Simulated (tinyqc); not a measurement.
RKS/B3LYP (VWN-RPA form) in the sto-3g basis, for BeH2, spin multiplicity 1, step by step (part 2 of 2). Computed by tinyqc, a small Python program that keeps every step (integrals from PySCF). Command: `OMP_NUM_THREADS=1 python tinyqc.py 23508 23509 out.jsonl` (the two numbers bound the seeds that draw the settings). One thread of a shared host (Intel(R) Xeon(R) Processor @ 2.60GHz), about 0.8 s of CPU time with the checks.

Geometry (angstrom):
```
atom        x         y        z
Be    0.00000   0.00000  0.00000
H     0.00000   1.50400  0.03600
H     0.00000  -1.54700  0.03700
```

## Iteration 2: diagonalisation and new density

Kohn-Sham matrix F (hartree), order 1Be 1s, 1Be 2s, 1Be 2px, 1Be 2py, 1Be 2pz, 2H 1s, 3H 1s:
```
[[-4.05961, -1.17773, 0.00000, 0.00022, 0.00057, -0.22572, -0.20561],
 [-1.17773, -0.55423, 0.00000, -0.00448, 0.00001, -0.24952, -0.23502],
 [0.00000, 0.00000, -0.01616, 0.00000, 0.00000, 0.00000, 0.00000],
 [0.00022, -0.00448, 0.00000, -0.12155, -0.00015, -0.19607, 0.18771],
 [0.00057, 0.00001, 0.00000, -0.00015, -0.01625, -0.00446, -0.00425],
 [-0.22572, -0.24952, 0.00000, -0.19607, -0.00446, -0.12437, -0.02195],
 [-0.20561, -0.23502, 0.00000, 0.18771, -0.00425, -0.02195, -0.10579]]
```

X, order 1Be 1s, 1Be 2s, 1Be 2px, 1Be 2py, 1Be 2pz, 2H 1s, 3H 1s:
```
[[1.02857, -0.15142, 0.00000, -0.00043, -0.00045, 0.02084, 0.02079],
 [-0.15142, 1.17768, 0.00000, 0.00990, 0.00426, -0.25295, -0.23453],
 [0.00000, 0.00000, 1.00000, 0.00000, 0.00000, 0.00000, 0.00000],
 [-0.00043, 0.00990, 0.00000, 1.25425, 0.00025, -0.34961, 0.33300],
 [-0.00045, 0.00426, 0.00000, 0.00025, 1.00012, -0.00713, -0.00668],
 [0.02084, -0.25295, 0.00000, -0.34961, -0.00713, 1.21047, -0.06539],
 [0.02079, -0.23453, 0.00000, 0.33300, -0.00668, -0.06539, 1.19118]]
```

Diagonalise F' = X^T F X, C = X C', fill 3 alpha and 3 beta electrons from the bottom; D = 2 C_occ C_occ^T. Each column has its largest component positive (the first on a tie).

F' = X^T F X (hartree):
```
[[-3.95626, -0.64120, 0.00000, 0.00094, -0.00005, -0.02322, -0.01615],
 [-0.64120, -0.21150, 0.00000, 0.00318, 0.00378, -0.18192, -0.17019],
 [0.00000, 0.00000, -0.01616, 0.00000, 0.00000, 0.00000, 0.00000],
 [0.00094, 0.00318, 0.00000, 0.11572, 0.00008, -0.26229, 0.25208],
 [-0.00005, 0.00378, 0.00000, 0.00008, -0.01613, -0.00534, -0.00503],
 [-0.02322, -0.18192, 0.00000, -0.26229, -0.00534, 0.08913, -0.06418],
 [-0.01615, -0.17019, 0.00000, 0.25208, -0.00503, -0.06418, 0.09086]]
```

orbital energies (hartree): [-4.06416, -0.28930, -0.22873, -0.01641, -0.01616, 0.21102, 0.49941]

coefficients C, order 1Be 1s, 1Be 2s, 1Be 2px, 1Be 2py, 1Be 2pz, 2H 1s, 3H 1s:
```
[[0.98976, -0.24486, 0.02384, 0.00826, 0.00000, -0.20369, -0.00578],
 [0.03944, 0.72933, -0.07880, -0.03513, 0.00000, 0.99289, 0.04688],
 [0.00000, 0.00000, 0.00000, 0.00000, 1.00000, 0.00000, 0.00000],
 [0.00006, 0.05141, 0.57556, -0.00054, 0.00000, -0.01468, 1.21335],
 [-0.00001, 0.00292, 0.00017, 0.99912, 0.00000, 0.04596, 0.00152],
 [-0.00626, 0.32841, 0.34223, 0.01927, 0.00000, -0.76956, -0.91574],
 [-0.00627, 0.25646, -0.39128, 0.01977, 0.00000, -0.80153, 0.85311]]
```

D after iteration 2, order 1Be 1s, 1Be 2s, 1Be 2px, 1Be 2py, 1Be 2pz, 2H 1s, 3H 1s:
```
[[2.08031, -0.28285, 0.00000, 0.00238, -0.00145, -0.15690, -0.15665],
 [-0.28285, 1.07938, 0.00000, -0.01571, 0.00424, 0.42461, 0.43527],
 [0.00000, 0.00000, 0.00000, 0.00000, 0.00000, 0.00000, 0.00000],
 [0.00238, -0.01571, 0.00000, 0.66783, 0.00049, 0.42771, -0.42404],
 [-0.00145, 0.00424, 0.00000, 0.00049, 0.00002, 0.00203, 0.00137],
 [-0.15690, 0.42461, 0.00000, 0.42771, 0.00203, 0.45003, -0.09928],
 [-0.15665, 0.43527, 0.00000, -0.42404, 0.00137, -0.09928, 0.43782]]
```

## Iteration 7 (converged): orbitals

converged F (hartree), order 1Be 1s, 1Be 2s, 1Be 2px, 1Be 2py, 1Be 2pz, 2H 1s, 3H 1s:
```
[[-3.88373, -1.13923, 0.00000, -0.00005, 0.00041, -0.21907, -0.19952],
 [-1.13923, -0.51947, 0.00000, -0.00374, -0.00112, -0.25173, -0.23928],
 [0.00000, 0.00000, 0.04021, 0.00000, 0.00000, 0.00000, 0.00000],
 [-0.00005, -0.00374, 0.00000, -0.10132, -0.00014, -0.20685, 0.20086],
 [0.00041, -0.00112, 0.00000, -0.00014, 0.04011, -0.00472, -0.00454],
 [-0.21907, -0.25173, 0.00000, -0.20685, -0.00472, -0.18080, -0.01982],
 [-0.19952, -0.23928, 0.00000, 0.20086, -0.00454, -0.01982, -0.17185]]
```

As before.

F' = X^T F X (hartree):
```
[[-3.78085, -0.63031, 0.00000, 0.00051, -0.00009, -0.02114, -0.01439],
 [-0.63031, -0.17535, 0.00000, 0.00401, 0.00287, -0.17955, -0.16798],
 [0.00000, 0.00000, 0.04021, 0.00000, 0.00000, 0.00000, 0.00000],
 [0.00051, 0.00401, 0.00000, 0.15328, 0.00009, -0.26541, 0.25515],
 [-0.00009, 0.00287, 0.00000, 0.00009, 0.04024, -0.00538, -0.00506],
 [-0.02114, -0.17955, 0.00000, -0.26541, -0.00538, 0.02159, -0.06033],
 [-0.01439, -0.16798, 0.00000, 0.25515, -0.00506, -0.06033, 0.01379]]
```

orbital energies (hartree): [-3.88901, -0.29365, -0.25408, 0.03990, 0.04021, 0.18345, 0.48609]

coefficients C, order 1Be 1s, 1Be 2s, 1Be 2px, 1Be 2py, 1Be 2pz, 2H 1s, 3H 1s:
```
[[0.98872, -0.22512, 0.01758, 0.01341, 0.00000, -0.23010, -0.00780],
 [0.04316, 0.62230, -0.05473, -0.05570, 0.00000, 1.06332, 0.05558],
 [0.00000, 0.00000, 0.00000, 0.00000, 1.00000, 0.00000, 0.00000],
 [0.00016, 0.03985, 0.48070, 0.00038, 0.00000, -0.03170, 1.25407],
 [0.00004, 0.00540, -0.00026, 0.99830, 0.00000, 0.06098, 0.00186],
 [-0.00674, 0.40821, 0.40119, 0.02763, 0.00000, -0.72986, -0.89169],
 [-0.00669, 0.33794, -0.46754, 0.02840, 0.00000, -0.76948, 0.81474]]
```

D after iteration 7, order 1Be 1s, 1Be 2s, 1Be 2px, 1Be 2py, 1Be 2pz, 2H 1s, 3H 1s:
```
[[2.05712, -0.19676, 0.00000, -0.00072, -0.00235, -0.18301, -0.18183],
 [-0.19676, 0.78424, 0.00000, -0.00301, 0.00675, 0.46356, 0.47121],
 [0.00000, 0.00000, 0.00000, 0.00000, 0.00000, 0.00000, 0.00000],
 [-0.00072, -0.00301, 0.00000, 0.46532, 0.00018, 0.41823, -0.42256],
 [-0.00235, 0.00675, 0.00000, 0.00018, 0.00006, 0.00419, 0.00389],
 [-0.18301, 0.46356, 0.00000, 0.41823, 0.00419, 0.65526, -0.09915],
 [-0.18183, 0.47121, 0.00000, -0.42256, 0.00389, -0.09915, 0.66569]]
```

## Convergence

Stop when the energy changes by less than 1e-08 hartree and every element of the error matrix X^T (F D S - S D F) X is below 3e-05.

Course of the cycle:
```
iteration  E (hartree)     change  largest element of the error matrix
1          -15.0096909          -                             5.34e-01
2          -15.5708413  -5.61e-01                             2.04e-01
3          -15.6393085  -6.85e-02                             1.27e-01
4          -15.6692879  -3.00e-02                             3.55e-03
5          -15.6692993  -1.14e-05                             5.51e-04
6          -15.6692999  -6.85e-07                             7.37e-05
7          -15.6692999  -5.23e-09                             3.18e-06
```

PySCF RKS in the same basis, fine grid = -15.6838249 hartree

Converged in 7 iterations. The coarse grid moves the energy by +1.45e-02 hartree.

## Populations, bond orders and dipole

overlap S, order 1Be 1s, 1Be 2s, 1Be 2px, 1Be 2py, 1Be 2pz, 2H 1s, 3H 1s:
```
[[1.00000, 0.25952, 0.00000, 0.00000, 0.00000, 0.04841, 0.04406],
 [0.25952, 1.00000, 0.00000, 0.00000, 0.00000, 0.39527, 0.37907],
 [0.00000, 0.00000, 1.00000, 0.00000, 0.00000, 0.00000, 0.00000],
 [0.00000, 0.00000, 0.00000, 1.00000, 0.00000, 0.47543, -0.46131],
 [0.00000, 0.00000, 0.00000, 0.00000, 1.00000, 0.01138, 0.01103],
 [0.04841, 0.39527, 0.00000, 0.47543, 0.01138, 1.00000, 0.01639],
 [0.04406, 0.37907, 0.00000, -0.46131, 0.01103, 0.01639, 1.00000]]
```

Mulliken: Z minus the diagonal of D S on the atom; Loewdin: the same with S^(1/2) D S^(1/2); Mayer order: 2 sum_s sum (D(s) S)_ij (D(s) S)_ji over the two atoms.

Charges (e):
```
atom  Mulliken   Loewdin
1Be    0.05655   0.04596
2H    -0.02690  -0.02175
3H    -0.02965  -0.02420
```

Mayer bond orders:
```
pair    order
2-1   0.98659
3-1   0.98643
3-2   0.01269
```

dipole moment about the origin, x y z (debye): [0.00000, 0.02167, -0.10428]
